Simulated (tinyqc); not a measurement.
# Worked calculation: carrier lifetime of an n-type layer with SRH, radiative, Auger and surface recombination

Numbers from tinyqc (`OMP_NUM_THREADS=1 python tinyqc.py 2300138 2300139 out.jsonl`; about 0.01 s on one thread of a shared Intel Xeon 2.30GHz). Printed values are rounded.

Uniform excess density dn = dp (no trapping), n = n0 + dn, p = p0 + dn, Boltzmann statistics, full ionisation. Surfaces enter as a rate 2 S dn/d, which holds while diffusion to them is fast.

Inputs (values chosen for the exercise); band and dielectric values close to those of 4H silicon carbide:

| symbol | value | unit | meaning |
|---|---|---|---|
| T | 300 | K | temperature |
| Eg | 3.2 | eV | band gap |
| Nc | 1.72e19 | cm^-3 | conduction-band density of states at T |
| Nv | 2.48e19 | cm^-3 | valence-band density of states at T |
| B | 1.51e-12 | cm^3/s | radiative coefficient |
| N | 2.2e14 | cm^-3 | donor density |
| Cn | 1.6e-31 | cm^6/s | Auger coefficient (two electrons) |
| Cp | 1.6e-31 | cm^6/s | Auger coefficient (two holes) |
| Nt | 1.1e13 | cm^-3 | trap density |
| sn | 3e-16 | cm^2 | capture cross-section for electrons |
| sp | 4e-15 | cm^2 | capture cross-section for holes |
| vth | 2.5e7 | cm/s | thermal velocity (both carriers) |
| Et | 2.27 | eV | trap level below the conduction band |
| S | 0 | cm/s | surface recombination velocity (both faces) |
| d | 10 | um | sample thickness |
| G | 2e20 | cm^-3 s^-1 | generation rate |

Constants: q = 1.602176634e-19 C, kB = 1.380649e-23 J/K, Vt = kB T/q. Results are converted to the units shown.

## Equilibrium densities and SRH constants

ni = sqrt(Nc Nv) exp(-Eg/(2 Vt)), Eg in volts; majority density N/2 + sqrt(N^2/4 + ni^2), n0 p0 = ni^2; n1 = Nc exp(-Et/Vt), p1 = Nv exp((Et - Eg)/Vt); tn0 = 1/(sn vth Nt), tp0 = 1/(sp vth Nt).

ni = 2.73007e-8 cm^-3
n0 = 2.2e14 cm^-3
p0 = 3.38784e-30 cm^-3
n1 = 1.26243e-19 cm^-3
p1 = 5903.90 cm^-3
tn0 = 1.21212e-5 s
tp0 = 9.09091e-7 s

## Starting value

dn = 5e14 cm^-3.

dn at the start = 5e14 cm^-3

## Iteration 1: new dn

With e = n p - ni^2 = dn (n0 + p0 + dn): U_SRH = e/(tp0 (n + n1) + tn0 (p + p1)), U_rad = B e, U_Aug = (Cn n + Cp p) e, U_s = 2 S dn/d. Substitution: tau = dn/U with U the sum, dn(new) = G tau.

U_SRH = 5.36101e19 cm^-3 s^-1
U_rad = 5.436e17 cm^-3 s^-1
U_Aug = 7.02720e13 cm^-3 s^-1
U_s = 0 cm^-3 s^-1
tau = 9.23297e-6 s
dn after iteration 1 = 1.84659e15 cm^-3

## Iteration 2: new dn

As before.

U_SRH = 1.57292e20 cm^-3 s^-1
U_rad = 5.76240e18 cm^-3 s^-1
U_Aug = 2.38933e15 cm^-3 s^-1
U_s = 0 cm^-3 s^-1
tau = 1.13249e-5 s
dn after iteration 2 = 2.26497e15 cm^-3

## Course of the iteration

Stop when the step is below 1e-10 of the value, or after 40 iterations.

Course of the iteration:

| iteration | dn before the step (cm^-3) | step (cm^-3) |
|---|---|---|
| 1 | 5e14 | 1.35e15 |
| 2 | 1.84659e15 | 4.18e14 |
| 3 | 2.26497e15 | 2.37e13 |
| 4 | 2.28870e15 | 9.19e11 |
| 5 | 2.28962e15 | 3.48e10 |
| 6 | 2.28965e15 | 1.32e9 |
| 7 | 2.28965e15 | 4.99e7 |
| 8 | 2.28965e15 | 1.89e6 |
| 9 | 2.28965e15 | 7.16e4 |

Converged in 9 iterations. At the solution d ln U/d ln dn = 0.96, so the logarithmic slope of the map is 1 - 0.96 = 0.04; its size is below 1, so substitution contracts.

## Lifetime, shares and quasi-Fermi splitting

converged dn = 2.28965e15 cm^-3

With e = n p - ni^2 = dn (n0 + p0 + dn): U_SRH = e/(tp0 (n + n1) + tn0 (p + p1)), U_rad = B e, U_Aug = (Cn n + Cp p) e, U_s = 2 S dn/d. tau = dn/U, shares of U, splitting Vt ln(n p/ni^2), radiative efficiency U_rad/U.

tau = 1.14483e-5 s
shares (%): SRH 95.6594, radiative 4.3384, Auger 0.0022, surface 0.0000
quasi-Fermi splitting = 2.73149 V

SRH recombination takes the largest share. dn is 10 times the doping: high injection.
